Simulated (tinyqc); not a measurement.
Specific resistance of a metal-semiconductor contact and its transmission-line measurement: one step, computed by the program tinyqc.

The barrier is parabolic (depletion approximation), energies E are normal energies counted from the band edge in the neutral semiconductor (downwards for holes), and the bias is zero. xi is an input, held fixed when other inputs move.

Task: Tunnelling energy and barrier. E_00 = (e hbar/2) sqrt(N/(eps eps_0 m)); band bending E_b = phi_B + xi; depletion width w = sqrt(2 eps eps_0 E_b/(e^2 N)). Image lowering d_phi = (e^3 N E_b/(8 pi^2 (eps eps_0)^3))^(1/4) (E_b in volts), and E_b - d_phi replaces E_b everywhere except in w.

Inputs (values chosen for the exercise, modelled on n-type In0.53Ga0.47As):
```
quantity                                           value    unit
tunnelling mass m                                  0.045     m_0
permittivity eps                                    13.9       -
barrier height phi_B                                0.22      eV
doping N                                         4.4e+18  1/cm^3
Fermi level above the band edge in the bulk, xi     0.16      eV
temperature T                                        300       K
```

Image-force lowering: included.

Constants: hbar = 1.054571817e-34 J s; eps_0 = 8.8541878128e-12 F/m; m_0 = 9.1093837015e-31 kg; k_B = 8.617333262e-05 eV/K; e = 1.602176634e-19 C.

Give: E_00; E_00/k_B T; depletion width; barrier used, above the bulk band edge.

Result:

E_00 = 49.24 meV

E_00/k_B T = 1.905

depletion width = 11.52 nm

barrier used, above the bulk band edge = 0.2973 eV

By the usual rule this is thermionic-field emission (0.5 to 5 k_B T).
